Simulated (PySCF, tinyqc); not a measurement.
MP2 on RHF in the sto-3g basis, for H4, spin multiplicity 1, step by step. The lowest restricted solution is unstable here: a spin-polarised one lies 0.1212 hartree lower (PySCF). Computed by tinyqc, a small Python program that keeps every step (integrals from PySCF). Settings: charge = 0, multiplicity = 1, basis = sto-3g, method = RHF, energy threshold = 1e-10, iteration cap = 52, orthogonalisation = symmetric, start = Wolfsberg-Helmholz matrix, DIIS depth = 6. Command: `OMP_NUM_THREADS=1 python tinyqc.py 29368 29369 out.jsonl` (the two numbers bound the seeds that draw the settings). One thread of a shared host (Intel(R) Xeon(R) Processor @ 2.60GHz), about 0.05 s of CPU time with the checks. The early iterations of the SCF are left out here.

## One-electron integrals

Geometry (angstrom):
```
atom        x        y        z
H     0.00000  0.00000  0.00000
H     0.00000  0.00000  1.18000
H     0.00000  1.14500  0.00000
H     0.00000  1.14500  1.18000
```

Basis sto-3g: exponents (1/bohr^2) and contraction coefficients of normalised primitives:
```
element  l (shell)  exponent  coefficient
H            s (1)   3.42525      0.15433
H            s (1)   0.62391      0.53533
H            s (1)   0.16886      0.44463
```

Overlap, kinetic and nuclear-attraction integrals over the contracted functions; the nuclear repulsion is the sum of Za Zb / Rab.

nuclear repulsion = 2.4649234 hartree

overlap S:
```
         1H 1s    2H 1s    3H 1s    4H 1s
1H 1s  1.00000  0.39718  0.41538  0.20801
2H 1s  0.39718  1.00000  0.20801  0.41538
3H 1s  0.41538  0.20801  1.00000  0.39718
4H 1s  0.20801  0.41538  0.39718  1.00000
```

kinetic energy T (hartree):
```
          1H 1s     2H 1s     3H 1s     4H 1s
1H 1s   0.76003   0.05738   0.06597  -0.00003
2H 1s   0.05738   0.76003  -0.00003   0.06597
3H 1s   0.06597  -0.00003   0.76003   0.05738
4H 1s  -0.00003   0.06597   0.05738   0.76003
```

nuclear attraction V (hartree):
```
          1H 1s     2H 1s     3H 1s     4H 1s
1H 1s  -2.44360  -0.90383  -0.94934  -0.47906
2H 1s  -0.90383  -2.44360  -0.47906  -0.94934
3H 1s  -0.94934  -0.47906  -2.44360  -0.90383
4H 1s  -0.47906  -0.94934  -0.90383  -2.44360
```

core Hamiltonian H = T + V (hartree):
```
          1H 1s     2H 1s     3H 1s     4H 1s
1H 1s  -1.68356  -0.84646  -0.88337  -0.47909
2H 1s  -0.84646  -1.68356  -0.47909  -0.88337
3H 1s  -0.88337  -0.47909  -1.68356  -0.84646
4H 1s  -0.47909  -0.88337  -0.84646  -1.68356
```

## Two-electron integrals

Functions are numbered as in S; the eight-fold symmetry (ij|kl) = (ji|kl) = (kl|ij) leaves the list below.

Two-electron integrals (ij|kl) in chemists' order, unique and non-zero (hartree):
```
(11|11) 0.77461   (21|11) 0.23413   (21|21) 0.09657   (22|11) 0.42344
(22|21) 0.23413   (22|22) 0.77461   (31|11) 0.24749   (31|21) 0.08125
(31|22) 0.15819   (31|31) 0.10655   (32|11) 0.10094   (32|21) 0.04296
(32|22) 0.10712   (32|31) 0.04483   (32|32) 0.02381   (33|11) 0.43342
(33|21) 0.15332   (33|22) 0.31795   (33|31) 0.24749   (33|32) 0.10712
(33|33) 0.77461   (41|11) 0.10712   (41|21) 0.04296   (41|22) 0.10094
(41|31) 0.04483   (41|32) 0.02347   (41|33) 0.10094   (41|41) 0.02381
(42|11) 0.15819   (42|21) 0.08125   (42|22) 0.24749   (42|31) 0.06851
(42|32) 0.04483   (42|33) 0.15819   (42|41) 0.04483   (42|42) 0.10655
(43|11) 0.15332   (43|21) 0.06366   (43|22) 0.15332   (43|31) 0.08125
(43|32) 0.04296   (43|33) 0.23413   (43|41) 0.04296   (43|42) 0.08125
(43|43) 0.09657   (44|11) 0.31795   (44|21) 0.15332   (44|22) 0.43342
(44|31) 0.15819   (44|32) 0.10094   (44|33) 0.42344   (44|41) 0.10712
(44|42) 0.24749   (44|43) 0.23413   (44|44) 0.77461
```

## Orthogonalisation

S = U s U^T; symmetric (Loewdin) form X = U s^(-1/2) U^T, so that X^T S X = 1.

eigenvalues of S: 0.39545  0.77380  0.81019  2.02056

X:
```
          1H 1s     2H 1s     3H 1s     4H 1s
1H 1s   1.13538  -0.21522  -0.22814   0.01148
2H 1s  -0.21522   1.13538   0.01148  -0.22814
3H 1s  -0.22814   0.01148   1.13538  -0.21522
4H 1s   0.01148  -0.22814  -0.21522   1.13538
```

## Iteration 2 (converged): orbitals

converged F (hartree):
```
          1H 1s     2H 1s     3H 1s     4H 1s
1H 1s  -0.24824  -0.28870  -0.44719  -0.23499
2H 1s  -0.28870  -0.24824  -0.23499  -0.44719
3H 1s  -0.44719  -0.23499  -0.24824  -0.28870
4H 1s  -0.23499  -0.44719  -0.28870  -0.24824
```

Diagonalise F' = X^T F X, C = X C', fill 2 alpha and 2 beta electrons from the bottom; D = 2 C_occ C_occ^T. Each column has its largest component positive (the first on a tie).

F' = X^T F X (hartree):
```
          1         2         3         4
1   0.00283  -0.21065  -0.41049   0.01496
2  -0.21065   0.00283   0.01496  -0.41049
3  -0.41049   0.01496   0.00283  -0.21065
4   0.01496  -0.41049  -0.21065   0.00283
```

orbital energies (hartree): MO1 -0.60336, MO2 -0.21198, MO3 0.18771, MO4 0.63894

coefficients C:
```
           MO1       MO2       MO3       MO4
1H 1s  0.35175   0.55549   0.56840   0.79511
2H 1s  0.35175  -0.55549   0.56840  -0.79511
3H 1s  0.35175   0.55549  -0.56840  -0.79511
4H 1s  0.35175  -0.55549  -0.56840   0.79511
```

D after iteration 2:
```
          1H 1s     2H 1s     3H 1s     4H 1s
1H 1s   0.86459  -0.36968   0.86459  -0.36968
2H 1s  -0.36968   0.86459  -0.36968   0.86459
3H 1s   0.86459  -0.36968   0.86459  -0.36968
4H 1s  -0.36968   0.86459  -0.36968   0.86459
```

## Convergence

Stop when the energy changes by less than 1e-10 hartree and every element of the error matrix X^T (F D S - S D F) X is below 3e-06.

Course of the cycle:
```
iteration  E (hartree)     change  largest element of the error matrix
1           -1.8090514          -                             3.11e-15
2           -1.8090514  -3.55e-15                             2.51e-15
```

PySCF RHF in the same basis = -1.8090514 hartree

Converged in 2 iterations.

## Integrals over molecular orbitals

(pq|rs) = sum C_ip C_jq C_kr C_ls (ij|kl), one index at a time.

one-electron integrals over orbitals h = C^T H C (hartree):
```
          1         2         3         4
1  -1.92643   0.00000   0.00000   0.00000
2   0.00000  -1.53221   0.00000   0.00000
3   0.00000   0.00000  -1.50887   0.00000
4   0.00000   0.00000   0.00000  -1.09454
```

Two-electron integrals over orbitals (pq|rs), unique and non-zero (hartree):
```
(11|11) 0.49426   (21|21) 0.13743   (22|11) 0.48312   (22|22) 0.49142
(31|31) 0.13363   (32|32) 0.08441   (33|11) 0.48231   (33|22) 0.47500
(33|33) 0.49033   (41|32) 0.08301   (41|41) 0.08169   (42|31) 0.13453
(42|42) 0.14770   (43|21) 0.13796   (43|43) 0.15155   (44|11) 0.48673
(44|22) 0.49470   (44|33) 0.49464   (44|44) 0.51471
```

## Second-order Moller-Plesset energy

Hartree-Fock energy = -1.8090514 hartree

E2 = sum_ijab (ia|jb) [2 (ia|jb) - (ib|ja)] / (e_i + e_j - e_a - e_b) over occupied i, j and virtual a, b; the opposite-spin part is (ia|jb)^2 / denominator, the rest is same-spin, and SCS-MP2 scales them by 6/5 and 1/3.

Terms:
```
i  j  a  b  (ia|jb)  (ib|ja)  denominator      term
2  1  4  3  0.13453  0.08301     -1.64198  -0.01524
1  2  3  4  0.13453  0.08301     -1.64198  -0.01524
2  2  4  4  0.14770  0.14770     -1.70183  -0.01282
1  1  3  3  0.13363  0.13363     -1.58212  -0.01129
2  2  3  3  0.08441  0.08441     -0.79937  -0.00891
1  1  4  4  0.08169  0.08169     -2.48459  -0.00269
1  2  4  3  0.08301  0.13453     -1.64198  -0.00159
2  1  3  4  0.08301  0.13453     -1.64198  -0.00159
```

Pair energies (hartree; pair i-j sums ij and ji):
```
pair  opposite spin  same spin
1-1        -0.01397    0.00000
2-1        -0.03044   -0.00323
2-2        -0.02173    0.00000
```

MP2 correlation energy = -0.0693738 hartree

SCS-MP2 correlation energy = -0.0804470 hartree

MP2 total energy = -1.8784251 hartree
